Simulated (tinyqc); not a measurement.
Inside a calculation: deep level with several charge states, and Shockley-Read-Hall recombination. Values are carried at full precision from step to step, so a last printed digit may differ when a step is redone from the rounded ones.

Energies from Ev. The defect has charge states 0, -1, -2 with weights 1, gm exp((EF - E1)/kT), exp((2 EF - E1 - E2)/kT); the shares are the weights over their sum. Boltzmann carriers: n = Nc exp((EF - Eg)/kT), p = Nv exp(-EF/kT). Neutrality: p - n + Nd + Nt <q> = 0.

Constants: kB = 8.617333262e-05 eV/K.

Inputs chosen for the exercise (gap and densities of states near those of Si at this temperature; the results hold for these values, not for the real material):
- Eg = 1.1 eV (gap)
- Nc = 3.47e+19 1/cm^3 (conduction-band density of states)
- Nv = 1.42e+19 1/cm^3 (valence-band density of states)
- T = 350 K
- E1 = 0.374 eV (level (0/-1) above Ev)
- E2 = 0.727 eV (level (-1/-2) above Ev)
- gm = 1 (degeneracy of the middle state, the others 1)
- Nt = 1.1e+15 1/cm^3 (defects)
- Nd = 4.8e+15 1/cm^3 (ionised shallow donors minus acceptors)
- E_try = 0.602 eV (trial Fermi level)
- Et = 0.727 eV (recombination level above Ev)
- sn = 1.4e-16 cm^2 (electron capture cross-section)
- sp_ = 1.2e-16 cm^2 (hole capture cross-section)
- vth = 17000000 cm/s (thermal velocity, both carriers)
- Nm = 1.1e+16 1/cm^3 (equilibrium electrons for the lifetime steps)
- dn = 2.8e+15 1/cm^3 (excess pairs)

## Charge states at a trial Fermi level

Form the exponents, the shares, the mean charge and the residual of neutrality at EF = E_try.

exponents of the second and third weights: 7.560  3.415

shares: 0 0.0005, -1 0.9839, -2 0.0156

<q> = -1.0151

n, p (1/cm^3): 2.34e+12  3.05e+10

residual = 3.68e+15 1/cm^3

The residual is positive, so EF must rise.

## The neutral state

Solve for EF.

EF = 0.8142 eV

shares at EF: 0 0.000, -1 0.053, -2 0.947

n = 2.66e+15 1/cm^3
p = 2.68e+07 1/cm^3

Without the defects the majority density would be 4.80e+15 1/cm^3; with them the density of these carriers is 2.66e+15, so they compensate part of the doping. Most defects are in the state -2.

## Recombination through one level

One level at Et with degeneracy 1: tn = 1/(sn vth Nt), tp = 1/(sp_ vth Nt), n1 = Nc exp((Et - Eg)/kT), p1 = Nv exp(-Et/kT), ni^2 = n1 p1. Equilibrium n0 = Nm, p0 = ni^2/Nm; n = n0 + dn, p = p0 + dn. U = (n p - ni^2)/(tp (n + n1) + tn (p + p1)), lifetime dn/U; emission rates en = sn vth n1, ep = sp_ vth p1.

Evaluate each quantity.

tn, tp (microsecond): 0.3820  0.4456

n1, p1 (1/cm^3): 1.48e+14  4.83e+08

U = 5.30e+21 1/(cm^3 s)
lifetime = 0.528 microsecond

The lifetime is 1.185 times the minority capture time tp and 0.638 times tn + tp, the limit of high injection.

## Emission and generation in a depleted region

With n = p = 0 the level generates pairs at G = Nt en ep/(en + ep); generation lifetime tg = ni/G; current density e G W for a width W = 1 micrometre, e = 1.602176634e-19 C.

en, ep (1/s): 3.52e+05  0.985

G = 1.08e+15 1/(cm^3 s)
tg = 246 microsecond
current density = 1.74e-08 A/cm^2

The slower step, hole emission, limits the rate: en/ep = 3.57e+05.

## Checks

- U against hole capture minus emission at the steady occupation of the level (1/(cm^3 s)): both 5.304e+21.

tinyqc: `OMP_NUM_THREADS=1 python tinyqc.py 1650426 1650427 out.jsonl`; about 0.01 s, one thread, shared Intel(R) Xeon(R) Processor @ 2.30GHz.
